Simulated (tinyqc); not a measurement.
Band edges of strained Si(1-x)Ge(x) on relaxed Si(1-y)Ge(y), step by step. Values are carried at full precision from step to step, so a last printed digit may differ when a step is redone from the rounded ones.

Values are linear in the Ge fraction but for ED(x) = linear - CD x (1 - x) and a(x) = linear - Ca x (1 - x). Energies are on the common scale of Ev.

Inputs chosen for the exercise (end members near Si and Ge, in this order; not measured data): a = (5.426, 5.653) angstrom (lattice constant); Dso = (0.044, 0.293) eV (spin-orbit splitting); av = (2.48, 1.25) eV (valence hydrostatic potential); b = (-2.09, -2.58) eV (tetragonal shear potential); d = (-4.83, -5.29) eV (trigonal shear potential); C11 = (168, 129.8) GPa; C12 = (64.5, 49) GPa; C44 = (79.3, 66.2) GPa; Ev = (0, 0.6) eV (top of the unstrained valence band); ED = (1.133, 0.923) eV (gap to the Delta valleys); EL = (1.979, 0.745) eV (gap to the L valleys); aD = (1.74, 1.27) eV (hydrostatic potential of the Delta gap); aL = (-3.05, -2.58) eV (hydrostatic potential of the L gap); XuD = (8.87, 9.44) eV (uniaxial potential, Delta); XuL = (16.15, 15.44) eV (uniaxial potential, L); CD = 0.188 eV (bowing of the Delta gap); Ca = 0 angstrom (bowing of the lattice constant); x = 0.55 (Ge fraction of the layer); y = 0 (Ge fraction of the relaxed buffer); face = 001 (growth face).

## Values of the layer and the buffer

Interpolate at x and at y.

Interpolated values (a in angstrom, C11, C12, C44 in GPa, all else in eV):
```
symbol      layer     buffer
a         5.55085    5.42600
Dso       0.18095    0.04400
av        1.80350    2.48000
b        -2.35950   -2.09000
d        -5.08300   -4.83000
C11     146.99000  168.00000
C12      55.97500   64.50000
C44      72.09500   79.30000
Ev        0.33000    0.00000
ED        0.97097    1.13300
EL        1.30030    1.97900
aD        1.48150    1.74000
aL       -2.79150   -3.05000
XuD       9.18350    8.87000
XuL      15.75950   16.15000
```

## Strain of the layer on a (001) buffer

Coherent growth on a (001) face: e_par = (a(y) - a(x))/a(x), e_perp = -2 (C12/C11) e_par; exx = eyy = e_par, ezz = e_perp, no shear.

Use the elastic constants of the layer.

e_par = -0.022492
e_perp = 0.017130

strain tensor in the cubic axes:
```
           x          y         z
x  -0.022492   0.000000  0.000000
y   0.000000  -0.022492  0.000000
z   0.000000   0.000000  0.017130
```

The layer is under compression in the plane; its volume changes by -2.785 %.

## Conduction valleys of the layer

A valley with unit axis u lies at Ev + gap + (av + a_valley) tr(e) + Xu (u.e.u - tr(e)/3); the Delta axes are x, y, z and the L axes [111], [1-1-1], [-11-1], [-1-11]. The second-order shift of the Delta valleys under shear is left out; it lowers the pair normal to the sheared plane by tens of meV at a shear of 1 %.

Give the hydrostatic shifts, the uniaxial shifts and the edges.

hydrostatic shifts of Delta and L (eV): -0.0915  0.0275

uniaxial shifts (eV): Delta x -0.1213, Delta y -0.1213, Delta z 0.2426, L [111] 0.0000, L [1-1-1] 0.0000, L [-11-1] 0.0000, L [-1-11] 0.0000

valley edges (eV): Delta x 1.0882, Delta y 1.0882, Delta z 1.4521, L [111] 1.6578, L [1-1-1] 1.6578, L [-11-1] 1.6578, L [-1-11] 1.6578

The lowest set is Delta4 (the digit counts whole valleys) at 1.0882 eV; the Delta valleys spread over 364 meV and the L valleys over 0 meV.

## Valence edges of the layer

Valence edges: Ev plus the levels of the 6 x 6 matrix of X, Y, Z times spin with -Dso/3 + l exx + m (eyy + ezz) on the diagonal (cyclic), n exy off it, l = av + 2 b, m = av - b, n = sqrt(3) d. Spin-orbit term (Dso/3) L.sigma on X, Y, Z with (L_k)_ij = -i epsilon_kij: <X+|H|Y+> = -i Dso/3, <X+|H|Z-> = Dso/3, <Y+|H|Z-> = -i Dso/3, <Z+|H|X-> = -Dso/3, <Z+|H|Y-> = i Dso/3, <X-|H|Y-> = i Dso/3, and their conjugates; + and - are the spin along z.

Give the strain block and the three twofold edges.

strain block (eV), lower triangle:
```
        X       Y        Z
X  0.0433
Y       0  0.0433
Z       0       0  -0.2372
```

edges from the top (eV): 0.3733  0.2818  0.0033

The top two edges are split by 91 meV.

## Gap and offsets against the buffer

Buffer: Ev(y) and Ec = Ev(y) + min(ED, EL). dEc = Ec(buffer) - Ec(layer), dEv = Ev(layer) - Ev(buffer); positive values confine the carrier in the layer; type I if both have one sign.

gap of the strained layer = 0.7149 eV
gap of the buffer = 1.1330 eV
dEc = 0.0448 eV
dEv = 0.3733 eV

Type I: electrons collect in the layer (45 meV) and holes in the layer (373 meV). The relaxed layer would have a gap of 0.971 eV, so strain has moved it by -256 meV. An offset this small is within the spread of published parameter sets, so the type is not settled by this model.

## Checks

- Mean of the three Delta edges against the hydrostatic shift alone (eV): both 1.20947.

Program tinyqc; command `OMP_NUM_THREADS=1 python tinyqc.py 1081440 1081441 out.jsonl`; about 0.01 s on one thread of a shared Intel(R) Xeon(R) Processor @ 2.30GHz.
